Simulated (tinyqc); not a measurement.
Double-gate transistor below threshold, two-dimensional Poisson equation on a small mesh: two steps of the calculation.

Half of a symmetric double-gate structure: row 0 is the mid-plane of the body, where the normal field vanishes. Mobile charge is neglected (subthreshold), the body is fully depleted, and potentials are counted from the intrinsic level; rows run upward to the gate, columns from source to drain.

Inputs (values chosen for the exercise); semiconductor permittivity close to that of silicon:
```
symbol,value,unit,meaning
eps_r,11.8,,relative permittivity of the semiconductor
eox,22,,relative permittivity of the insulator
tb,6,nm,half the body thickness
tox,4.2,nm,insulator thickness
L,22,nm,channel length
Na,1.3e18,cm^-3,acceptor density of the depleted body
```

Constants: q = 1.602176634e-19 C, eps0 = 8.8541878128e-14 F/cm where lengths are in cm. Results are converted to the units shown.

Problem 1. Coefficients of the five-point equations. Mesh: rows i = 0..3 in the semiconductor (step hs = tb/3, row 3 on the interface), then 2 step(s) ho = tox/2 up to the gate row 5; columns j = 0..7 (step hy = L/7). Box integration, divided by eps0: up_i = eps hy/h of the interval above row i, dn_i = that of the interval below (0 for row 0), lat_i = (sum of eps h/2 over the intervals above and below)/hy, s_i = -q Na w_i hy/eps0 with w_i the semiconductor height of the box (hs/2 for row 0 and the interface row, hs between, 0 in the insulator). Each free node obeys (up + dn + 2 lat) psi = up psi(above) + dn psi(below) + lat [psi(left) + psi(right)] + s.

Give: up; dn; lat; s.

Solution 1.

| row | up | dn | lat | s (V) |
|---|---|---|---|---|
| 0 | 18.54 | 0 | 3.755 | -0.07393 |
| 1 | 18.54 | 18.54 | 7.509 | -0.1479 |
| 2 | 18.54 | 18.54 | 7.509 | -0.1479 |
| 3 | 32.93 | 18.54 | 11.10 | -0.07393 |
| 4 | 32.93 | 32.93 | 14.70 | 0 |

Problem 2. Jacobi sweep. Free nodes: rows 0..4, columns 1..6, taken row by row from row 0, left to right. t = (up psi(above) + dn psi(below) + lat [psi(left) + psi(right)] + s)/(up + dn + 2 lat), with all neighbours from the previous sweep; psi(new) = t.

psi after iteration 1 (V):

|  | j=0 | j=1 | j=2 | j=3 | j=4 | j=5 | j=6 | j=7 |
|---|---|---|---|---|---|---|---|---|
| row 0 | 0.53000000 | 0.07354450 | -0.00283785 | -0.00283785 | -0.00283785 | -0.00283785 | 0.11677980 | 0.83000000 |
| row 1 | 0.53000000 | 0.07354450 | -0.00283785 | -0.00283785 | -0.00283785 | -0.00283785 | 0.11677980 | 0.83000000 |
| row 2 | 0.53000000 | 0.07354450 | -0.00283785 | -0.00283785 | -0.00283785 | -0.00283785 | 0.11677980 | 0.83000000 |
| row 3 | 0.53000000 | 0.07887764 | -0.00100345 | -0.00100345 | -0.00100345 | -0.00100345 | 0.12409336 | 0.83000000 |
| row 4 | 0.28500000 | 0.05781089 | 0.01382679 | 0.01382679 | 0.01382679 | 0.01382679 | 0.08096041 | 0.43500000 |
| row 5 | 0.04000000 | 0.04000000 | 0.04000000 | 0.04000000 | 0.04000000 | 0.04000000 | 0.04000000 | 0.04000000 |

| row | up | dn | lat | s (V) |
|---|---|---|---|---|
| 0 | 18.542857 | 0 | 3.7545455 | -0.073931524 |
| 1 | 18.542857 | 18.542857 | 7.5090909 | -0.14786305 |
| 2 | 18.542857 | 18.542857 | 7.5090909 | -0.14786305 |
| 3 | 32.925170 | 18.542857 | 11.104545 | -0.073931524 |
| 4 | 32.925170 | 32.925170 | 14.7 | 0 |

Find: psi after iteration 2.

Solution 2.

psi after iteration 2 (V):

|  | j=0 | j=1 | j=2 | j=3 | j=4 | j=5 | j=6 | j=7 |
|---|---|---|---|---|---|---|---|---|
| row 0 | 0.53000 | 0.12548 | 0.00533 | -0.00568 | -0.00568 | 0.01156 | 0.19949 | 0.83000 |
| row 1 | 0.53000 | 0.12548 | 0.00533 | -0.00568 | -0.00568 | 0.01156 | 0.19949 | 0.83000 |
| row 2 | 0.53000 | 0.12738 | 0.00599 | -0.00502 | -0.00502 | 0.01222 | 0.20209 | 0.83000 |
| row 3 | 0.53000 | 0.12307 | 0.01620 | 0.00416 | 0.00416 | 0.02301 | 0.18951 | 0.83000 |
| row 4 | 0.28500 | 0.08721 | 0.02454 | 0.01775 | 0.01775 | 0.02811 | 0.12599 | 0.43500 |
| row 5 | 0.04000 | 0.04000 | 0.04000 | 0.04000 | 0.04000 | 0.04000 | 0.04000 | 0.04000 |

tinyqc, about 0.2 s, one thread, Intel Xeon 2.30GHz (shared host): `OMP_NUM_THREADS=1 python tinyqc.py 2480160 2480161 out.jsonl`
